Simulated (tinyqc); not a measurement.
Chemically amplified photoresist: aerial image, acid generation, bake, development and line width: one step, computed by the program tinyqc. Command: `OMP_NUM_THREADS=1 python tinyqc.py 3024045 3024046 out.jsonl resist walk`. One thread of a shared host (Intel(R) Xeon(R) Processor @ 2.30GHz), about 0.03 s of CPU time with the checks.

Lines and spaces of pitch p with a two-beam-like image; x = 0 is the middle of the bright space. The resist is positive and treated as uniform in depth.

Problem. Photon statistics at the edge. Dose E(x) = E [1 + c cos(2 pi x/p)]; acid h = 1 - exp(-C E(x)). Bake: the acid image is blurred by a Gaussian of variance sigma^2 = 2 D t (each Fourier term k of h, taken on 64 points, is multiplied by exp(-4 pi^2 k^2 D t/p^2)). The edge lies at x = width/2. Absorbed photons per volume N = E(edge) alpha/(photon energy), 1 mJ/cm^2 = 62.41509 eV/nm^2, alpha in 1/nm; a Gaussian blur averages over a volume V = (2 sqrt(pi) sigma)^3; relative noise 1/sqrt(N V); edge noise sigma_x = (dh/d ln E) noise/|dh/dx|, with both derivatives of the blurred acid at the edge.

Inputs (values chosen for the exercise, for a model resist at 248 nm):
```
quantity                      value     unit
pitch p                         300       nm
image contrast c               0.76        -
mean dose E                    10.2  mJ/cm^2
Dill parameter C              0.043  cm^2/mJ
acid diffusivity D              5.3   nm^2/s
bake time t                      60        s
photon energy                     5       eV
absorption coefficient alpha   0.58     1/um
```

space width = 154.7624 nm

diffusion length sigma = sqrt(2 D t) = 25.21904 nm

Give: absorbed photons N; photons in the blur volume; edge noise from photons.

Solution.

absorbed photons N = 0.07105 1/nm^3

photons in the blur volume = 50766

edge noise from photons = 0.2949 nm

Caution: lateral development, standing waves and the joint diffusion of acid and quencher are left out, so widths are indicative. Caution: the noise counts photons alone (acid and quencher statistics add to it) and takes the film as thicker than the blur; a thinner film averages in two dimensions only.
